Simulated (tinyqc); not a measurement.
p-n heterojunction, non-linear Poisson equation by Newton steps, Fermi-Dirac statistics: two steps of the calculation.

One dimension, material 1 (p-type) at x < 0 and material 2 (n-type) at x > 0. Band edges: Ec = -psi in material 1 and -psi + dEc in material 2, Ev = Ec - Eg. Flat quasi-Fermi levels: 0 for holes, +V for electrons. n = Nc F((EFn - Ec)/Vt), p = Nv F((Ev - EFp)/Vt), with F(eta) = F_1/2(eta) = (2/sqrt(pi)) int_0^infinity sqrt(u) du/(1 + exp(u - eta)) (Fermi-Dirac statistics); full ionisation, no interface charge, classical densities; the doping types are chosen for the exercise.

Inputs (values chosen for the exercise); band and dielectric values close to those of InGaP and GaAs:

| symbol | value | unit | meaning |
|---|---|---|---|
| T | 250 | K | temperature |
| Eg1 | 1.89 | eV | band gap of material 1 |
| er1 | 11.6 |  | relative permittivity of material 1 |
| Nc1 | 6.96e17 | cm^-3 | conduction-band density of states of material 1 |
| Nv1 | 1.14e19 | cm^-3 | valence-band density of states of material 1 |
| Eg2 | 1.4 | eV | band gap of material 2 |
| er2 | 12.7 |  | relative permittivity of material 2 |
| Nc2 | 3.32e17 | cm^-3 | conduction-band density of states of material 2 |
| Nv2 | 6.76e18 | cm^-3 | valence-band density of states of material 2 |
| dEc | -0.14 | eV | conduction-band offset Ec2 - Ec1 |
| N1 | 5.2e15 | cm^-3 | acceptor density of material 1 |
| N2 | 1e17 | cm^-3 | donor density of material 2 |
| V | -2.3 | V | bias of side 1 against side 2 |

Constants: q = 1.602176634e-19 C, kB = 1.380649e-23 J/K, Vt = kB T/q, eps0 = 8.8541878128e-14 F/cm where lengths are in cm. Results are converted to the units shown.

Question 1. Densities, residual and Jacobian diagonal. n_i = Nc F(a_n), a_n = (V - Ec_i)/Vt; p_i = Nv F(a_p), a_p = (Ec_i - Eg)/Vt; rho_i = p_i - n_i + C_i with C = -N1 or +N2; g_i = (Nc F'(a_n) + Nv F'(a_p))/Vt with F' = F_-1/2(eta) = (1/sqrt(pi)) int_0^infinity u^(-1/2) du/(1 + exp(u - eta)). Box widths w_i = (h_(i-1) + h_i)/2 in cm. Residual F_i = a_i (psi_(i+1) - psi_i) - a_(i-1) (psi_i - psi_(i-1)) + q rho_i w_i; Jacobian: a_(i-1) and a_i beside the diagonal, b_i = -a_(i-1) - a_i - q g_i w_i on it. The two end nodes are fixed.

```
node  x (nm)  psi at the start (V)  material
0      -1790            -1.7242769         1
1       -635            -1.7228987         1
2       -217            -1.4839871         1
3      -65.1            -0.5386838         1
4        -10             0.0855879         1
5         10             0.3265686         2
6       35.6             0.6286322         2
7       68.5             0.9854652         2
8        111             1.3650358         2
9        165             2.1364334         2
```

coupling a_i, interval 0 to 8 (F/cm^2): 8.8925176e-9  2.4571430e-8  6.7615917e-8  1.8640395e-7  5.3678969e-7  4.3925072e-7  3.4178780e-7  2.6458397e-7  2.0823738e-7
psi_L = -1.7242769 V
psi_R = 2.1364334 V

Wanted: n; p; residual F; diagonal b.

Answer 1.

```
node   n (cm^-3)   p (cm^-3)
0     5.2090e-64   5.2000e15
1     5.5532e-64   4.8778e15
2     3.6374e-59   7.4481e10
3     4.1425e-40   6.5399e-9
4     1.5923e-27  1.7014e-21
5     3.6374e-20  1.5907e-19
6     4.4681e-14  1.2949e-25
7      6.9752e-7  8.2949e-33
8         31.287  1.8493e-40
9      1.0000e17  5.2037e-56
```

```
node  residual F (1e-7 C/cm^2)  diagonal b (F/cm^2)
1                       0.0180           -2.8862e-6
2                       0.3431           -9.2203e-8
3                       0.4383           -2.5402e-7
4                       0.0986           -7.2319e-7
5                       0.3986           -9.7604e-7
6                       0.3614           -7.8104e-7
7                       0.3887           -6.0637e-7
8                       1.3751           -4.7282e-7
```

Question 2. Check against the first integral. Exact first integral: on each side D^2/(2 eps0 er) = G, G = q [Vt (nI_j - nI_b) + Vt (pI_j - pI_b) - C (psi_j - psi_b)], with C = -N1 or +N2, b the neutral end of that side, and nI, pI the densities with F_1/2 replaced by F_3/2(eta) = (4/(3 sqrt(pi))) int_0^infinity u^(3/2) du/(1 + exp(u - eta)). D is continuous, so er1 G1(psi_j) = er2 G2(psi_j) fixes psi_j. Ends from Nv1 F((-psi_L - Eg1)/Vt) = N1 and Nc2 F((V + psi_R - dEc)/Vt) = N2. D is counted positive when psi rises towards material 2.

Wanted: psi_j; D; psi_j - psi_L; psi_R - psi_j; Ec1 - EFn at the interface; Ec2 - EFn at the interface.

Answer 2.

psi_j = 1.941 V
D = 78.96 nC/cm^2
psi_j - psi_L = 3.665 V
psi_R - psi_j = 0.1957 V
Ec1 - EFn at the interface = 0.3593 eV
Ec2 - EFn at the interface = 0.2193 eV

Material 1 takes 94.9 % of the bending.

Computed by the program tinyqc: `OMP_NUM_THREADS=1 python tinyqc.py 2040121 2040122 out.jsonl`, one thread of a shared Intel Xeon 2.30GHz, about 0.5 s for the whole run.
